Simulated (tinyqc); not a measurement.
Inside a calculation: two-band k.p model of the Delta valleys near the X point under shear strain. Values are carried at full precision from step to step, so a last printed digit may differ when a step is redone from the rounded ones.

Constants: hbar^2/2m0 = 3.80998211 eV angstrom^2.

Values chosen for the exercise (near those of Si; not measured data):
- a = 5.435 angstrom (lattice constant)
- ml = 0.942 m0 (longitudinal mass)
- mt = 0.2 m0 (transverse mass)
- kx0 = 0.156 2 pi/a (distance of the minimum from X)
- D = 14.7 eV (shear deformation potential)
- Mp = 0.234 m0 (coupling mass)
- exy = 0.0014 (shear strain)
- k = (0.016, 0.078, 0.116) 1/angstrom (wave vector from X)

## Scales

k0 = kx0 2 pi/a; Delta = 2 c k0^2/ml with c = hbar^2/2m0, half the splitting of the two bands at k0; eta = D exy/Delta measures the shear coupling against it.

k0 = 0.18035 1/angstrom
Delta = 0.26309 eV
eta = 0.0782
splitting of the two bands at X, 2 |D exy| = 0.0412 eV

## The Hamiltonian at one k

Valley pair on the [001] axis, kz counted from the X point, c = hbar^2/2m0, k0 = kx0 2 pi/a. H = (c kz^2/ml + c (kx^2 + ky^2)/mt + c k0^2/ml) 1 + (2 c k0 kz/ml) sigma_z + (D exy - 2 c kx ky/Mp) sigma_x, so E = c kz^2/ml + c (kx^2 + ky^2)/mt + c k0^2/ml -/+ sqrt((2 c k0 kz/ml)^2 + (D exy - 2 c kx ky/Mp)^2). Without strain the lower band has its minima, E = 0, at kz = +/- k0. Shifts from diagonal strain are left out.

Fill in the 2 x 2 matrix (sigma_z diagonal) and give its levels.

H(k) (eV):
```
         1        2
1   0.4760  -0.0201
2  -0.0201   0.1375
```

levels (eV): 0.1363  0.4772

## Position, depth and masses of the minimum

For |eta| < 1: k_min = k0 sqrt(1 - eta^2), E_min = -Delta eta^2/2, ml(eta) = ml/(1 - eta^2), 1/m[110] = 1/mt + eta/Mp, 1/m[1-10] = 1/mt - eta/Mp. For |eta| > 1 the minimum sits at X: E_min = -Delta (2 |eta| - 1)/2, ml(eta) = ml/(1 - 1/|eta|), and eta is replaced by its sign in the transverse masses.

k_min = 0.1798 1/angstrom
E_min = -0.80 meV
ml(eta) = 0.948 m0

masses along [110] and [1-10] (m0): 0.1875  0.2143

The minimum has moved 0.3 % of the way to X; electrons are lighter along [110] (-6.3 % against mt) and heavier across (+7.2 %).

## The two bands along kz

kx = ky = 0, kz from 0 to 1.6 k0 in steps of 0.2 k0, with and without the strain.

Levels (eV):

| kz/k0 | kz (1/angstrom) | lower | upper | lower, no strain | upper, no strain |
|---|---|---|---|---|---|
| 0.0 | 0.0000 | 0.1110 | 0.1521 | 0.1315 | 0.1315 |
| 0.2 | 0.0361 | 0.0803 | 0.1933 | 0.0842 | 0.1894 |
| 0.4 | 0.0721 | 0.0454 | 0.2598 | 0.0474 | 0.2578 |
| 0.6 | 0.1082 | 0.0197 | 0.3381 | 0.0210 | 0.3368 |
| 0.8 | 0.1443 | 0.0043 | 0.4272 | 0.0053 | 0.4262 |
| 1.0 | 0.1803 | -0.0008 | 0.5270 | 0.0000 | 0.5262 |
| 1.2 | 0.2164 | 0.0046 | 0.6374 | 0.0053 | 0.6367 |
| 1.4 | 0.2525 | 0.0205 | 0.7583 | 0.0210 | 0.7577 |
| 1.6 | 0.2886 | 0.0469 | 0.8898 | 0.0474 | 0.8893 |

## Checks

- Depth of the minimum by numerical search against the closed form (eV): both -0.000805.
- Mass along [110] by finite differences against the closed form: both 0.1875.

Run: tinyqc, `OMP_NUM_THREADS=1 python tinyqc.py 1081595 1081596 out.jsonl`; Intel(R) Xeon(R) Processor @ 2.30GHz, one thread, shared host; about 0.01 s of CPU time with all checks.
